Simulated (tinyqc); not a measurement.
Strain, valley repopulation and piezoresistance in a many-valley conduction band. Inputs raised by 2 %, one at a time. Computed by tinyqc, a small Python program. Command: `OMP_NUM_THREADS=1 python tinyqc.py 3016686 3016687 out.jsonl valleys sens`. One thread of a shared host (Intel(R) Xeon(R) Processor @ 2.30GHz), about 0.08 s of CPU time with the checks.

Valleys are ellipsoids with mass m_l along the axis a and m_t across it, parabolic, with one constant relaxation time; strain shifts the valleys and leaves the masses alone. Currents are taken along [100], along the load, and along [010], across the load.

Inputs (values chosen for the exercise, modelled on silicon):

| quantity | value | unit |
|---|---|---|
| longitudinal mass m_l | 0.925 | m_0 |
| transverse mass m_t | 0.195 | m_0 |
| shear deformation potential Xi_u | 9.14 | eV |
| dilation deformation potential Xi_d | 1.1 | eV |
| C11 | 167 | GPa |
| C12 | 63.7 | GPa |
| C44 | 79.2 | GPa |
| stress X (tension positive) | 48 | MPa |
| electron density n | 2.2e+18 | 1/cm^3 |
| relaxation time tau | 260 | fs |
| temperature T | 350 | K |

Valley axes: <100> (6 valleys in 3 pairs). Load: uniaxial [100].

Constants: k_B = 8.617333262e-05 eV/K; m_0 = 9.1093837015e-31 kg; k_B = 1.380649e-23 J/K; hbar = 1.054571817e-34 J s; e = 1.602176634e-19 C.

Method:
- Compliances S11 = (C11 + C12)/((C11 - C12)(C11 + 2 C12)), S12 = -C12/((C11 - C12)(C11 + 2 C12)), S44 = 1/C44; stress sigma_ij = X n_i n_j for the unit vector n of the load; e_xx = S11 sigma_xx + S12 (sigma_yy + sigma_zz), e_xy = S44 sigma_xy/2 (tensor strain).
- Herring-Vogt shift of a valley with unit axis a: dE = Xi_d tr(e) + Xi_u a.e.a.
- Each of the 6 valleys holds n_v = N_v (2/sqrt(pi)) F_1/2((E_F - dE_v)/(k_B T)), N_v = 2 (m_d k_B T/(2 pi hbar^2))^(3/2), m_d = (m_l m_t^2)^(1/3); E_F solves sum n_v = n and is counted from the unstrained edge.
- F_j(eta) = int_0^infinity x^j/(1 + exp(x - eta)) dx, without a gamma-function factor. It is evaluated after integrating by parts.
- Integrals over x = E/(k_B T) use 160 Gauss-Legendre points in u = sqrt(x) from 0 to sqrt(max(eta, 0) + 32).
- Mobility tensor mu = e tau sum_v (n_v/n) [1/m_t + (1/m_l - 1/m_t) a a^T]; unstrained mu_0 = e tau (1/m_l + 2/m_t)/3; resistivity along d from the inverse tensor, rho_d = d.mu^-1.d/(n e), mobility along d = 1/(d.mu^-1.d); gauge pi_d = (rho_d/rho_0 - 1)/X.
- With eta_0 the reduced Fermi level without strain, r = F_-1/2(eta_0)/(2 F_1/2(eta_0)) (1 for a classical gas) and c = r (Xi_u/k_B T) (m_l - m_t)/(2 m_l + m_t): pi11 = -(2/3) c (S11 - S12), pi12 = -pi11/2, pi44 = 0, with S11 - S12 = 1/(C11 - C12).

Runs:

| input moved | from | to | mobility along the first direction (cm^2/(V s)) | mobility along the second direction (cm^2/(V s)) | splitting (highest minus lowest) (meV) | degeneracy factor r |
|---|---|---|---|---|---|---|
| base run | - | - | 1784 | 1701 | 4.247 | 0.9786 |
| longitudinal mass m_l (m_0) | 0.925 | 0.9435 | 1781 | 1697 | 4.247 | 0.9789 |
| transverse mass m_t (m_0) | 0.195 | 0.1989 | 1752 | 1671 | 4.247 | 0.9791 |
| shear deformation potential Xi_u (eV) | 9.14 | 9.3228 | 1785 | 1700 | 4.332 | 0.9786 |
| C11 (GPa) | 167 | 170.34 | 1782 | 1701 | 4.114 | 0.9786 |
| stress X (tension positive) (MPa) | 48 | 48.96 | 1785 | 1700 | 4.332 | 0.9786 |
| relaxation time tau (fs) | 260 | 265.2 | 1819 | 1735 | 4.247 | 0.9786 |
| dilation deformation potential Xi_d (eV) | 1.1 | 1.122 | 1784 | 1701 | 4.247 | 0.9786 |

Exponents ln(y'/y) / ln(x'/x):

| input | mobility along the first direction | mobility along the second direction | splitting (highest minus lowest) | degeneracy factor r |
|---|---|---|---|---|
| longitudinal mass m_l | -0.083 | -0.101 | 0.000 | 0.011 |
| transverse mass m_t | -0.915 | -0.898 | 0.000 | 0.021 |
| shear deformation potential Xi_u | 0.031 | -0.016 | 1.000 | 0.000 |
| C11 | -0.048 | 0.025 | -1.607 | 0.000 |
| stress X (tension positive) | 0.031 | -0.016 | 1.000 | 0.000 |
| relaxation time tau | 1.000 | 1.000 | 0.000 | 0.000 |
| dilation deformation potential Xi_d | 0.000 | 0.000 | 0.000 | 0.000 |

Among the inputs moved here: mobility along the first direction answers most in size to relaxation time tau (exponent +1.000), next to transverse mass m_t (-0.915); its exponent is below 0.0005 for dilation deformation potential Xi_d. Its exponent +1.000 in relaxation time tau: mu = e tau/m. Mobility along the second direction answers most in size to relaxation time tau (exponent +1.000), next to transverse mass m_t (-0.898); its exponent is below 0.0005 for dilation deformation potential Xi_d. Splitting (highest minus lowest) answers most in size to C11 (exponent -1.607), next to shear deformation potential Xi_u (+1.000); its exponent is below 0.0005 for longitudinal mass m_l, transverse mass m_t, relaxation time tau, dilation deformation potential Xi_d. Its exponent +1.000 in stress X (tension positive): shifts are linear in strain. Degeneracy factor r answers most in size to transverse mass m_t (exponent +0.021), next to longitudinal mass m_l (+0.011); its exponent is below 0.0005 for shear deformation potential Xi_u, C11, stress X (tension positive), relaxation time tau, dilation deformation potential Xi_d.

Extremes, crossings and ranges named in words are read from the listed rows.
